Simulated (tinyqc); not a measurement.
Van der Pauw, Hall and four-point-probe measurements on a doped layer: correction factor against the shape of the sample.

A uniform p-type layer with sheet resistance Rs = 1/(q ns mu), point contacts, low field (mu B small).

Rs = 1/(q ns mu). For a rectangle with contacts at the corners, RA = (8 Rs/pi) sum_(k>=0) ln coth((2k + 1) pi a/(2 b)) with current along a short side b and voltage along the opposite one, RB the same with a and b exchanged. ar = a/b. F = Rs/[(pi/ln 2)(RA + RB)/2]; small-asymmetry estimate 1 - (ln 2/2) d^2 - ((ln 2)^2/4 - (ln 2)^3/12) d^4 with d = (RB - RA)/(RB + RA).

Values chosen for this exercise: sheet density of the layer ns = 1e15 cm^-2; drift mobility mu = 42 cm^2/(V s).

Constants: q = 1.602176634e-19 C. Results are converted to the units shown.

Correction factor against the shape of the sample:
```
ar    RA (ohm)  RB (ohm)   RB/RA        F  estimate of F
1       32.788    32.788  1.0000   1.0000         1.0000
1.34    11.243    73.478  6.5355  0.77403        0.78609
1.69    3.7431    121.85  32.554  0.52212        0.62128
2.03    1.2863    171.16  133.07  0.38027        0.57672
2.37   0.44202    221.27  500.59  0.29577        0.56529
2.71   0.15190    271.65  1788.4  0.24126        0.56225
3.06  0.050585    323.61  6397.4  0.20261        0.56140
3.4   0.017383    374.12   21522  0.17527        0.56116
```

What does the comparison show?

RB/RA rises from 1.00 to 21500 and F falls from 1.00 to 0.175. The estimate is 19 % above F at a/b = 1.69 and 3.20 times it in the last row. RA shrinks about as exp(-pi a/b): by a factor of 2.91 between the last two rows, against 2.91.

tinyqc, about 0.01 s, one thread, Intel Xeon 2.30GHz (shared host): `OMP_NUM_THREADS=1 python tinyqc.py 2850134 2850135 out.jsonl`
